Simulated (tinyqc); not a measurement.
# Permeation of metal atoms or ions through a thin barrier or dielectric: time lag, field-aided drift and lifetime, step by step

A worked calculation. Computed by tinyqc, a small Python program that keeps every step. Command: `OMP_NUM_THREADS=1 python tinyqc.py 3028352 3028353 out.jsonl barrier walk`. One thread of a shared host (Intel(R) Xeon(R) Processor @ 2.30GHz), about 0.01 s of CPU time with the checks. Intermediate numbers are printed to about 7 digits and carried at full precision; extremes and crossings named in words are read from the listed rows.

The film 0 < x < d is empty at first; C = C0 at x = 0 and C = 0 at x = d. dC/dt = D d2C/dx2 - v dC/dx with drift v = D z e V/(k_B T d) (uniform field, no space charge).

Inputs (values chosen for the exercise, for a model case: singly charged ions through a dielectric):
```
quantity                                   value    unit
thickness d                                   72      nm
prefactor D0                               7e-08  cm^2/s
activation energy E                        0.858      eV
concentration at the source side C0      3.5e+13  1/cm^3
charge number z                                1       -
voltage V (positive drives ions across)     0.33       V
critical dose Q_c                          1e+08  1/cm^2
test temperature T                           250       C
use temperature T_u                           85       C
time in units of d^2/D, s                   0.47       -
```

Constants: k_B = 8.617333262e-05 eV/K.

## Scales

D = D0 exp(-E/(k_B T)); time scale d^2/D; Peclet number P = z V/(k_B T), k_B T in eV; 1 nm = 1e-7 cm. Temperatures in kelvin are T(C) + 273.15.

diffusivity D = 3.797819e-16 cm^2/s

time scale d^2/D = 136499.4 s

Peclet number P = 7.320063

## Steady flux and time lag

Steady flux J = (D C0/d) P/(1 - exp(-P)); time lag in units of d^2/D: s_L = [P (1 + exp(-P))/(1 - exp(-P)) - 2]/P^2 (P = 0: J = D C0/d, s_L = 1/6).

flux relative to D C0/d = 7.324913

steady flux J = 13522.98 1/(cm^2 s)

time lag s_L = 0.09946682

time lag = 13577.16 s

Drift rules: J tends to v C0 and the lag to the transit time d/v.

## Dose at time s

Dose through the film Q(s) = C0 d {f (s - s_L) - 2 exp(P/2) sum_(n=1..200) (-1)^n n^2 pi^2 exp(-l_n s)/l_n^2}, l_n = n^2 pi^2 + P^2/4, f = P/(1 - exp(-P)) the relative flux.

Q/(C0 d) = 2.714149

dose Q = 6.839654e+08 1/cm^2

time = 64154.71 s

## Time to the critical dose

Solve Q = Q_c for s. At the use temperature D and P take T_u, with the same C0 and V; 1 year = 3.15576e7 s.

s at the critical dose = 0.1474384

failure time at T = 20125.25 s

failure time at T_u = 3.042112 years

Failure comes within a few time lags. Caution: grain boundaries, pinholes, trapping and space charge are left out; thin real barriers usually fail at defects.

## Approach to the steady line

Short-time form for P = 0: Q/(C0 d) = 4 sqrt(s) ierfc(1/(2 sqrt(s))), ierfc(y) = exp(-y^2)/sqrt(pi) - y erfc(y).

Q/(C0 d):
```
s           series  steady line f (s - s_L)  series without field  short-time form, no field
0.03  1.351546e-04                -0.508838          4.841923e-06               4.841923e-06
0.05  6.359881e-03                -0.362340          2.693421e-04               2.693421e-04
0.08  6.196995e-02                -0.142593          3.206619e-03               3.206619e-03
0.12  2.353665e-01                 0.150404          1.488727e-02               1.488727e-02
0.20  7.498779e-01                 0.736397          6.146375e-02               6.146323e-02
0.30  1.470207e+00                 1.468888          1.438244e-01               1.437858e-01
0.50  2.933883e+00                 2.933871          3.347907e-01               3.332619e-01
0.80  5.131345e+00                 5.131345          6.334088e-01               6.183799e-01
1.20  8.061310e+00                 8.061310          1.033335e+00               9.700224e-01
```

The dose lies above the steady line at all times and, among these rows, is within 1 % of it from s = 0.3 on (the lag is s_L = 0.099); for a known P the intercept of that line gives D and its slope D C0. The field changes the dose by a factor 27.9 in the first row and 7.80 in the last; at short times the factor tends to exp(P/2) = 38.9.

Checks made by the program: series against a 300-cell finite-difference solution (relative difference 6e-08).
